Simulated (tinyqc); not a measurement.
# Worked calculation: piezoresistors in the (001) plane of a cubic crystal

Numbers from tinyqc (`OMP_NUM_THREADS=1 python tinyqc.py 2530153 2530154 out.jsonl`; about 0.01 s on one thread of a shared Intel Xeon 2.30GHz). Printed values are rounded.

Plane stress in crystal axes x = [100], y = [010]. First-order piezoresistance: d rho_xx/rho = p11 sxx + p12 syy, d rho_yy/rho = p12 sxx + p11 syy, d rho_xy/rho = p44 sxy; a resistor along d = (cos th, sin th) changes by dR/R = d.(d rho/rho).d. Changes of geometry and second-order terms are left out.

Inputs (values chosen for the exercise); coefficients close to those of lightly doped n-type silicon:
```
symbol  value        unit                          meaning
p11     -97.4  x 1e-11/Pa       piezoresistive coefficient
p12      55.6  x 1e-11/Pa       piezoresistive coefficient
p44     -13.1  x 1e-11/Pa       piezoresistive coefficient
th         30         deg  angle of the current from [100]
Sx       -169         MPa                       stress sxx
Sy       -133         MPa                       stress syy
St         67         MPa                 shear stress sxy
Vb        1.8           V                    bridge supply
E         172         GPa      Young's modulus along [110]
```

## Change of the resistivity tensor

As in the introduction.

d rho/rho (%):
```
          x         y
x   9.06580  -0.87770
y  -0.87770   3.55780
```

## Resistors at th and th + 90 degrees, and the bridge

dR/R = d.(d rho/rho).d. A full bridge with two resistors of each kind in opposite arms gives Vout = Vb (a - b)/(2 + a + b), a and b the two dR/R.

dR/R at th = 6.92869 %
dR/R at th + 90 = 5.69491 %
Vout = 10.4448 mV

## Longitudinal and transverse coefficients

For uniaxial stress along or across the current: pL = p11 - (A/2) sin^2(2 th), pT = p12 + (A/2) sin^2(2 th), A = p11 - p12 - p44. Gauge factor along [110]: E (p11 + p12 + p44)/2.

A = -139.9 x 1e-11/Pa
pL = -44.9375 x 1e-11/Pa
pT = 3.13750 x 1e-11/Pa
gauge factor = -47.2140
